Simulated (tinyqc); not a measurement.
Raising U: Hubbard chain of 4 sites, mean field against exact. Computed by the program tinyqc. 

one-body matrix (hopping and site energies) (eV):
```
         1        2        3        4
1  -0.0800  -1.2000   0.0000   0.0000
2  -1.2000   0.2600  -1.2000   0.0000
3   0.0000  -1.2000   0.5200  -1.2000
4   0.0000   0.0000  -1.2000  -0.2800
```

electrons, up and down: 2  2

Collinear unrestricted mean field (the lowest of 40 random starts) against exact diagonalisation.

Exact and mean-field results (eV):
```
U          U/t   E exact  E mean field  mean |n_up - n_down|  double occupancy, exact  first gap in the sector
0.600    0.500  -4.47525      -4.44631                 0.000                    0.232                    1.366
1.200    1.000  -3.94952      -3.83251                 0.000                    0.206                    1.213
2.400    2.000  -3.08141      -2.63452                 0.359                    0.157                    0.971
3.600    3.000  -2.42808      -1.81913                 0.687                    0.117                    0.791
4.800    4.000  -1.94317      -1.31648                 0.816                    0.087                    0.658
7.200    6.000  -1.30650      -0.76263                 0.917                    0.050                    0.481
9.600    8.000  -0.92458      -0.47293                 0.953                    0.031                    0.375
14.400  12.000  -0.50299      -0.17797                 0.979                    0.015                    0.257
24.000  20.000  -0.14264       0.06043                 0.992                    0.006                    0.157
```

In absolute terms mean field is worst at U/t = 4.0, 0.627 eV too high: at small U it is nearly exact, and at large U it misses only exchange-scale energies. Its local moments set in at U/t = 2.0 of those listed, a broken symmetry that the exact state of a finite cluster with equal spins does not have. Relative to the exact energy its error is 0.6 % at the smallest U, 142 % at most and 142 % at the largest. The double occupancy falls from 0.232 to 0.006.
